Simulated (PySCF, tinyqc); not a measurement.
Inside a calculation. Method: CCSD on RHF in the sto-3g basis, for H3+, spin multiplicity 1. The lowest restricted solution is unstable here: a spin-polarised one lies 0.0000 hartree lower (PySCF). Computed by tinyqc, a small Python program that keeps every step (integrals from PySCF). Settings: charge = 1, multiplicity = 1, basis = sto-3g, method = RHF, energy threshold = 1e-10, iteration cap = 59, orthogonalisation = canonical, start = atomic densities, DIIS depth = 6, amplitude equations = CCSD, DIIS depth for amplitudes = 4, cap on updates = 51. Command: `OMP_NUM_THREADS=1 python tinyqc.py 22251 22252 out.jsonl` (the two numbers bound the seeds that draw the settings). One thread of a shared host (Intel(R) Xeon(R) Processor @ 2.60GHz), about 0.2 s of CPU time with the checks. The early iterations of the SCF are left out here.

## One-electron integrals

Geometry (angstrom):
```
atom         x         y          z
H     0.000000  0.000000   0.000000
H     0.000000  0.000000   1.023000
H     0.000000  0.000000  -1.023000
```

Basis sto-3g: exponents (1/bohr^2) and contraction coefficients of normalised primitives:
```
element  l (shell)  exponent  coefficient
H            s (1)  3.425251     0.154329
H            s (1)  0.623914     0.535328
H            s (1)  0.168855     0.444635
```

Overlap, kinetic and nuclear-attraction integrals over the contracted functions; the nuclear repulsion is the sum of Za Zb / Rab.

nuclear repulsion = 1.29319944 hartree

overlap S, order 1H 1s, 2H 1s, 3H 1s:
```
[[1.000000, 0.483036, 0.483036],
 [0.483036, 1.000000, 0.110495],
 [0.483036, 0.110495, 1.000000]]
```

kinetic energy T (hartree), order 1H 1s, 2H 1s, 3H 1s:
```
[[0.760032, 0.102999, 0.102999],
 [0.102999, 0.760032, -0.010595],
 [0.102999, -0.010595, 0.760032]]
```

nuclear attraction V (hartree), order 1H 1s, 2H 1s, 3H 1s:
```
[[-2.232127, -0.933779, -0.933779],
 [-0.933779, -1.987934, -0.197845],
 [-0.933779, -0.197845, -1.987934]]
```

core Hamiltonian H = T + V (hartree), order 1H 1s, 2H 1s, 3H 1s:
```
[[-1.472095, -0.830780, -0.830780],
 [-0.830780, -1.227902, -0.208440],
 [-0.830780, -0.208440, -1.227902]]
```

## Two-electron integrals

Functions are numbered as in S; the eight-fold symmetry (ij|kl) = (ji|kl) = (kl|ij) leaves the list below.

Two-electron integrals (ij|kl) in chemists' order, unique and non-zero (hartree):
```
(11|11) 0.774606   (21|11) 0.298809   (21|21) 0.148564   (22|11) 0.470613
(22|21) 0.298809   (22|22) 0.774606   (31|11) 0.298809   (31|21) 0.107575
(31|22) 0.165487   (31|31) 0.148564   (32|11) 0.065098   (32|21) 0.028192
(32|22) 0.051147   (32|31) 0.028192   (32|32) 0.006249   (33|11) 0.470613
(33|21) 0.165487   (33|22) 0.257905   (33|31) 0.298809   (33|32) 0.051147
(33|33) 0.774606
```

## Orthogonalisation

S = U s U^T; canonical form X = U s^(-1/2), so that X^T S X = 1. Each column of U has its largest component positive (the first on a tie).

eigenvalues of S: [0.369901, 0.889505, 1.740594]

X, order 1H 1s, 2H 1s, 3H 1s:
```
[[1.208586, 0.000000, 0.513908],
 [-0.788273, 0.749740, 0.393964],
 [-0.788273, -0.749740, 0.393964]]
```

## Starting guess

The start is atomic minimal-basis densities projected into this basis (PySCF's MINAO start) and scaled to the electron count of each spin; this density is not idempotent, so its energy is not variational and may lie below the converged one.

D at the start, order 1H 1s, 2H 1s, 3H 1s:
```
[[0.594990, 0.063517, 0.063517],
 [0.063517, 0.639057, 0.018877],
 [0.063517, 0.018877, 0.639057]]
```

## Iteration 9 (converged): orbitals

converged F (hartree), order 1H 1s, 2H 1s, 3H 1s:
```
[[-0.769366, -0.618997, -0.618997],
 [-0.618997, -0.546755, -0.249965],
 [-0.618997, -0.249965, -0.546755]]
```

Diagonalise F' = X^T F X, C = X C', fill 1 alpha and 1 beta electrons from the bottom; D = 2 C_occ C_occ^T. Each column has its largest component positive (the first on a tie).

F' = X^T F X (hartree):
```
[[0.244941, 0.000000, -0.070956],
 [0.000000, -0.333657, 0.000000],
 [-0.070956, 0.000000, -0.951796]]
```

orbital energies (hartree): [-0.955988, -0.333657, 0.249133]

coefficients C, order 1H 1s, 2H 1s, 3H 1s:
```
[[0.584298, 0.000000, 1.176171],
 [0.346784, 0.749740, -0.810137],
 [0.346784, -0.749740, -0.810137]]
```

D after iteration 9, order 1H 1s, 2H 1s, 3H 1s:
```
[[0.682807, 0.405251, 0.405251],
 [0.405251, 0.240519, 0.240519],
 [0.405251, 0.240519, 0.240519]]
```

## Convergence

Stop when the energy changes by less than 1e-10 hartree and every element of the error matrix X^T (F D S - S D F) X is below 3e-06.

Course of the cycle:
```
iteration  E (hartree)     change  largest element of the error matrix
1          -0.66523873          -                             8.61e-02
2          -1.18415519  -5.19e-01                             7.59e-03
3          -1.18418175  -2.66e-05                             1.47e-03
4          -1.18418238  -6.33e-07                             9.22e-04
5          -1.18418256  -1.80e-07                             6.90e-04
6          -1.18418264  -7.87e-08                             5.58e-04
7          -1.18418268  -4.23e-08                             4.73e-04
8          -1.18418279  -1.07e-07                             4.71e-08
9          -1.18418279  -1.33e-15                             2.87e-09
```

PySCF RHF in the same basis = -1.18418279 hartree

Converged in 9 iterations.

## Populations, bond orders and dipole

Mulliken: Z minus the diagonal of D S on the atom; Loewdin: the same with S^(1/2) D S^(1/2); Mayer order: 2 sum_s sum (D(s) S)_ij (D(s) S)_ji over the two atoms.

Charges (e):
```
atom   Mulliken    Loewdin
1H    -0.074309  -0.037323
2H     0.537154   0.518661
3H     0.537154   0.518661
```

Mayer bond orders:
```
pair     order
2-1   0.497239
3-1   0.497239
3-2   0.214226
```

dipole moment about the origin, x y z (debye): [0.000000, 0.000000, 0.000000]

## Integrals over molecular orbitals

(pq|rs) = sum C_ip C_jq C_kr C_ls (ij|kl), one index at a time.

one-electron integrals over orbitals h = C^T H C (hartree):
```
[[-1.521394, 0.000000, -0.095808],
 [0.000000, -1.146101, 0.000000],
 [-0.095808, 0.000000, -0.755404]]
```

Two-electron integrals over orbitals (pq|rs), unique and non-zero (hartree):
```
(11|11) 0.565406    (21|21) 0.146330    (22|11) 0.479387    (22|22) 0.531092
(31|11) 0.095808    (31|22) -0.038890   (31|31) 0.136095    (32|21) -0.141342
(32|32) 0.159361    (33|11) 0.570317    (33|22) 0.509353    (33|31) 0.082341
(33|33) 0.608972
```

## CCSD: starting amplitudes

t_ij^ab = <ij||ab> / (e_i + e_j - e_a - e_b), whose energy is MP2.

Starting amplitudes (spin orbitals 1a, 1b, ...; amplitudes related by a flip of all spins are not repeated):
```
from      to          t
1a 1b  2a 2b  -0.117566
1a 1b  3a 3b  -0.056465
```

correlation energy = -0.02488809 hartree

## CCSD: amplitude update 1

t_i^a D_i^a and t_ij^ab D_ij^ab are set to the remaining terms of the spin-orbital equations, evaluated with the old amplitudes; for the doubles these are <ij||ab> + 1/2 <ab||ef> t_ij^ef + 1/2 <mn||ij> t_mn^ab + P(ij)P(ab) <mb||ej> t_im^ae + terms in t^2 + terms with t1, D the orbital-energy denominators.

Amplitudes after update 1 (spin orbitals 1a, 1b, ...; amplitudes related by a flip of all spins are not repeated):
```
from      to          t
1a 1b  2a 2b  -0.157895
1a 1b  3a 3b  -0.067664
1a        3a  -0.014420
```

correlation energy = -0.03228521 hartree

## CCSD: amplitude update 2

As before.

Amplitudes after update 2 (spin orbitals 1a, 1b, ...; amplitudes related by a flip of all spins are not repeated):
```
from      to          t
1a 1b  2a 2b  -0.175139
1a 1b  3a 3b  -0.068968
1a        3a  -0.022453
```

correlation energy = -0.03494565 hartree

## CCSD: convergence

E_corr = 1/4 sum <ij||ab> t_ij^ab + 1/2 sum <ij||ab> t_i^a t_j^b; stop when the norm of the change is below 1e-8.

Course of the amplitude iterations:
```
update  correlation energy (hartree)  norm of the change
0                        -0.02488809                   -
1                        -0.03228521            8.62e-02
2                        -0.03494565            3.64e-02
3                        -0.03699412            1.73e-02
4                        -0.03699451            1.65e-03
5                        -0.03698884            5.14e-05
6                        -0.03698847            3.69e-06
7                        -0.03698847            5.26e-09
```

Converged amplitudes (spin orbitals 1a, 1b, ...; amplitudes related by a flip of all spins are not repeated):
```
from      to          t
1a 1b  2a 2b  -0.191413
1a 1b  3a 3b  -0.066852
1a        3a  -0.029601
```

CCSD total energy = -1.22117126 hartree

T1 diagnostic, norm of the one-spin t1 over sqrt(correlated electrons) = 0.020931

Converged in 7 updates, with DIIS from the third.
